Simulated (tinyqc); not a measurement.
Inside a calculation. Model: MOS capacitor on a p-type substrate, surface potential from the exact charge relation.

Computed by the program tinyqc: `OMP_NUM_THREADS=1 python tinyqc.py 2060096 2060097 out.jsonl`, one thread of a shared Intel Xeon 2.30GHz, about 0.01 s for the whole run. Printed values are rounded.

Uniform p-type substrate, Boltzmann statistics, full ionisation, classical densities. psi is the surface potential against the body (positive when the bands bend down) and u = psi/Vt. Traps are spread evenly over the gap and neutral at flat band, so their charge is -q Dit psi; the minority quasi-Fermi level is shifted by Vb.

Parameters, values chosen for the exercise; band and dielectric values those of a made-up semiconductor: temperature T = 300 K; band gap Eg = 1.24 eV; relative permittivity eps_r = 9.67; conduction-band density of states at T Nc = 2.95e19 cm^-3; valence-band density of states at T Nv = 3.16e19 cm^-3; electron affinity chi = 3.79 eV; acceptor density of the substrate N = 5.6e17 cm^-3; relative permittivity of the gate insulator (close to silicon dioxide) eox = 3.9; insulator thickness tox = 4.3 nm; gate work function phiM = 4.81 eV; fixed charge at the interface, in units of q Nf = 0 cm^-2; density of interface traps Dit = 1.5e10 cm^-2 eV^-1; reverse bias of the inversion layer against the body Vb = 0 V; gate voltage against the body Vg = 0.98 V.

Constants: q = 1.602176634e-19 C, kB = 1.380649e-23 J/K, Vt = kB T/q, eps0 = 8.8541878128e-14 F/cm where lengths are in cm. Results are converted to the units shown.

## Flat band, threshold and scales

ni = sqrt(Nc Nv) exp(-Eg/(2 Vt)), Eg in volts; phiF = Vt ln(N/ni); Cox = eps0 eox/tox; Vfb = phiM - chi - (Eg - Vt ln(Nv/N)) - q Nf/Cox; Q0 = sqrt(2 eps0 eps_r q N Vt); r = (ni/N)^2 exp(-Vb/Vt); VT = Vfb + [(2 phiF + Vb)(1 + q Dit/Cox) + sqrt(2 eps0 eps_r q N (2 phiF + Vb))/Cox].

ni = 1.172770e9 cm^-3
phiF = 0.5166284 V
Cox = 0.8030542 uF/cm^2
Vfb = -0.1157395 V
Q0 = 63.02297 nC/cm^2
r = 4.385811e-18
VT = 1.416757 V

## Starting value

psi = Vg - Vfb (all of the voltage in the semiconductor).

psi at the start = 1.095740 V

## Iteration 1: Newton step for the surface potential

u = psi/Vt; F^2 = exp(-u) + u - 1 + r (exp(u) - u - 1); Qs = -sign(u) Q0 F; Cs = -dQs/dpsi = (Q0/Vt) |1 - exp(-u) + r (exp(u) - 1)|/(2 F). f = Vfb + psi + (q Dit psi - Qs)/Cox - Vg, f' = 1 + (Cs + q Dit)/Cox, psi(new) = psi - f/f'.

u = 42.38510
F = 7.252351
Qs = -457.0647 nC/cm^2
Cs = 2.052413 uF/cm^2
f = 0.5724371 V
f' = 3.558752
psi after iteration 1 = 0.9348862 V

## Iteration 2: Newton step for the surface potential

As before.

u = 36.16301
F = 5.931717
Qs = -373.8344 nC/cm^2
Cs = 0.2100651 uF/cm^2
f = 0.3074603 V
f' = 1.264575
psi after iteration 2 = 0.6917530 V

## Course of the Newton iteration

Stop when the step is below 1e-10 V, or after 60 iterations.

Course of the iteration:
```
iteration	psi before the step (V)	f (V)	step (V)
1	1.095740	0.572	-0.161
2	0.9348862	0.307	-0.243
3	0.6917530	-3.62e-3	2.78e-3
4	0.6945294	-8.64e-7	6.64e-7
5	0.6945300	< 1e-13	3.77e-14
```

Converged in 5 iterations.

## Charges, field and capacitances at the solution

converged psi = 0.6945300 V

u = psi/Vt; F^2 = exp(-u) + u - 1 + r (exp(u) - u - 1); Qs = -sign(u) Q0 F; Cs = -dQs/dpsi = (Q0/Vt) |1 - exp(-u) + r (exp(u) - 1)|/(2 F). Low frequency: 1/C_LF = 1/Cox + 1/(Cs + q Dit). High frequency, in the simple estimate in which traps and minority carriers do not follow: 1/C_HF = 1/Cox + 1/Cd, Cd being Cs with r = 0 at the same psi. Minority sheet density N_inv = (Q0/(2 q)) int_0^u r (exp(t) - 1)/F(t) dt for u > 0. Oxide field |Qs - q Dit psi + q Nf|/(eps0 eox).

Qs = -320.5238 nC/cm^2
N_inv = 80516.31 cm^-2
oxide field = 0.9330453 MV/cm
Cs = 0.2396703 uF/cm^2
C_LF/Cox = 0.2316210
C_HF/Cox = 0.2298497

The surface is in weak inversion (borders at |psi| = 0, phiF + Vb and 2 phiF + Vb = 1.03 V).
